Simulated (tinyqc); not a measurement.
# Tunnelling through a two-layer gate stack, WKB transmission and Tsu-Esaki current: two studies

Electrons leave the emitter at x = 0. Energies E (motion across the layers) are in eV from the emitter Fermi level; the collector Fermi level lies at -V and offers states at every E. No charge in the dielectric and no image force: F1 = V/(t1 + t2 eps1/eps2), F2 = F1 eps1/eps2; U = phi1 - F1 x in layer 1 and phi2 - F1 t1 - F2 (x - t1) in layer 2. With C = hbar^2/(2 m0), kappa = sqrt(m (U - E)/C) where U > E and 0 elsewhere; T(E) = exp(-S), S = 2 times the integral of kappa over x.

Parameters, values chosen for the exercise; layer 1 close to silicon dioxide, layer 2 close to hafnium oxide:
- T = 300 K (temperature)
- Ef = 0.39 eV (Fermi energy of the emitter above its band bottom)
- me = 0.82 m0 (emitter mass in the supply function)
- phi1 = 2.96 eV (barrier of layer 1 above the emitter Fermi level at zero bias)
- m1 = 0.48 m0 (tunnelling mass of layer 1)
- t1 = 0.9 nm (thickness of layer 1)
- eps1 = 4.01 (relative permittivity of layer 1)
- phi2 = 1.48 eV (barrier of layer 2 at zero bias)
- m2 = 0.2 m0 (tunnelling mass of layer 2)
- t2 = 1.5 nm (thickness of layer 2)
- eps2 = 22.9 (relative permittivity of layer 2)
- V = 1.3 V (voltage across the dielectric)

Constants: q = 1.602176634e-19 C, kB = 1.380649e-23 J/K, hbar = 1.054571817e-34 J s, m0 = 9.1093837015e-31 kg, Vt = kB T/q, hbar^2/(2 m0) = 0.0380998212 eV nm^2. Results are converted to the units shown.

Each table varies one quantity; the others keep the values above.

## Effect of the tunnelling mass m2

Each layer adds (2/F) sqrt(m/C) [G(u at its left edge) - G(u at its right edge)] to S, with u = U - E (0 where negative) and G(u) = (2/3) u^1.5. J = J0 times the integral of T(E) N(E) dE, N = ln[(1 + exp(-E/Vt))/(1 + exp((-E - V)/Vt))], J0 = q^2 me m0 kB T/(2 pi^2 hbar^3) (times 1e-4 for A/cm^2 per eV), from E = -Ef to far above the barrier (T = 1 there), by quadrature converged to the digits shown.

Results:
```
m2 (m0)	S at E = 0	T(E = 0)	J (A/cm^2)	mean E of the current (eV)
0.12	13.01	2.229e-6	583.5	-0.1941
0.15	13.37	1.561e-6	372.8	-0.1886
0.2	13.89	9.265e-7	194.3	-0.1804
0.25	14.35	5.850e-7	109.9	-0.1730
0.4	15.51	1.846e-7	26.84	-0.1541
0.5	16.16	9.633e-8	12.28	-0.1432
0.63	16.91	4.530e-8	5.019	-0.1303
```

Estimate the missing row, m2 = 0.31 m0.

Computed row:
```
m2 (m0)	S at E = 0	T(E = 0)	J (A/cm^2)	mean E of the current (eV)
0.31	14.85	3.568e-7	59.85	-0.1649
```

With this row back in the table: J falls from 584 to 5.02 A/cm^2. S goes as m2^(0.16): only one of the two layers feels this mass, so the power is below 0.5. In every row the field exceeds 10 MV/cm (up to 11.2), more than most dielectrics sustain; the model ignores breakdown.

## Effect of the barrier height

Same model as above.

Effect of the barrier height:
```
phi1 (eV)	S at E = 0	T(E = 0)	J (A/cm^2)	mean E of the current (eV)
1.5	10.20	3.707e-5	6407	-0.1671
1.77	11.04	1.609e-5	2950	-0.1712
2.04	11.78	7.660e-6	1467	-0.1742
2.31	12.46	3.898e-6	771.7	-0.1765
2.59	13.10	2.041e-6	415.5	-0.1784
2.86	13.68	1.140e-6	237.2	-0.1799
3.13	14.23	6.579e-7	139.6	-0.1811
3.4	14.76	3.906e-7	84.22	-0.1822
```

Read the table: what changes, and by how much?

J falls from 6410 to 84.2 A/cm^2, on average 0.990 decades for each eV, while S rises from 10.2 to 14.8. In every row the field exceeds 10 MV/cm (up to 11.2), more than most dielectrics sustain; the model ignores breakdown.

tinyqc, about 0.05 s, one thread, Intel Xeon 2.30GHz (shared host): `OMP_NUM_THREADS=1 python tinyqc.py 2540160 2540161 out.jsonl`
